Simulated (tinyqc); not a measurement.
Comparisons within one model: exciton in an atomically thin sheet (Rytova-Keldysh potential). A value that a table varies takes the place of the one given here.

Relative motion in the plane with V(k) = -2 pi q/(k (kap + r0 k)), q = e^2/(4 pi eps0), c = hbar^2/2m0. Normalised Gaussians exp(-a_i r^2): with A = a_i + a_j, S_ij = 2 sqrt(a_i a_j)/A, T_ij = (4c/mu)(a_i a_j/A) S_ij, V_ij = -q S_ij times the integral over k from 0 to infinity of exp(-k^2/4A)/(kap + r0 k).

Converged values use 20 Gaussians with exponents 2^i/b^2, i = -11 to 8, b the larger of a0 kap/(2 mu) and sqrt(a0 r0/mu), a0 = 0.5291772 angstrom; p states use r exp(i theta) exp(-a r^2).

Constants: hbar^2/2m0 = 3.80998211 eV angstrom^2; e^2/(4 pi eps0) = 14.39964547 eV angstrom; Ry = 13.60569312 eV.

Parameters, chosen for this exercise (near those of a MoSe2 monolayer; the results hold for these values, not for the real material): r0 = 48.5 angstrom (screening length of the sheet); kaps = (1, 2, 3, 4, 6, 9, 15) (surroundings); me = 0.533 m0 (electron mass); mh = 0.573 m0 (hole mass); kap = 4.5 (mean dielectric constant of the surroundings); Eg = 1.765 eV (gap, in these surroundings).

## Dielectric surroundings

mu = 0.276138 m0

Converged 1s and 2s bindings; the hydrogen value is 4 Ry mu/kap^2.

Bindings (meV):

| kap | 1s | 2s | 2s line - 1s line | hydrogen 1s | 1s/2s |
|---|---|---|---|---|---|
| 1.00 | 506.9 | 245.2 | 261.7 | 15028 | 2.07 |
| 2.00 | 340.4 | 128.9 | 211.5 | 3757 | 2.64 |
| 3.00 | 255.0 | 80.5 | 174.5 | 1670 | 3.17 |
| 4.00 | 201.3 | 55.0 | 146.3 | 939 | 3.66 |
| 6.00 | 136.9 | 30.3 | 106.6 | 417 | 4.52 |
| 9.00 | 86.7 | 15.7 | 71.0 | 186 | 5.54 |
| 15.0 | 43.7 | 6.4 | 37.3 | 67 | 6.82 |

The 1s binding falls by a factor 11.6 where the hydrogen model gives 225; the local exponent d ln E/d ln kap moves from -0.57 to -1.34, towards -2. The ratio 1s/2s climbs from 2.1 to 6.8, towards the hydrogen value 9, as r0/kap shrinks from 48.5 to 3.2 angstrom.

## What each parameter does

1/mu = 1/me + 1/mh; converged values. Eg is held fixed when kap or r0 changes: the shrinking of the gap by stronger screening, which offsets most of the shift of the 1s line, is left out. Each row changes one parameter from the base and keeps the others.

Results:

| case | 1s binding (meV) | 2s - 1s (meV) | 2s - 2p (meV) | 1s line (eV) |
|---|---|---|---|---|
| base | 181.2 | 134.6 | 14.1 | 1.584 |
| me = 0.64 m0 | 188.8 | 139.1 | 15.1 | 1.576 |
| mh = 0.458 m0 | 171.8 | 128.9 | 12.9 | 1.593 |
| kap = 5.85 | 140.5 | 109.0 | 9.1 | 1.625 |
| r0 = 58.2 angstrom | 163.9 | 119.7 | 13.4 | 1.601 |
| Eg = 1.85 eV | 181.2 | 134.6 | 14.1 | 1.669 |

The largest shifts from the base row, up to three for each result and ties (the steps differ in size, so this ranks the rows, not the parameters). 1s binding (meV): kap -40.7, r0 -17.3, mh -9.4; unchanged at the printed digits by Eg. 2s - 1s (meV): kap -25.6, r0 -14.9, mh -5.6; unchanged at the printed digits by Eg. 2s - 2p (meV): kap -5.0, mh -1.2, me +1.0; unchanged at the printed digits by Eg. 1s line (eV): Eg +0.085, kap +0.041, r0 +0.017.

Program tinyqc; command `OMP_NUM_THREADS=1 python tinyqc.py 1281106 1281107 out.jsonl`; about 0.03 s on one thread of a shared Intel(R) Xeon(R) Processor @ 2.30GHz.
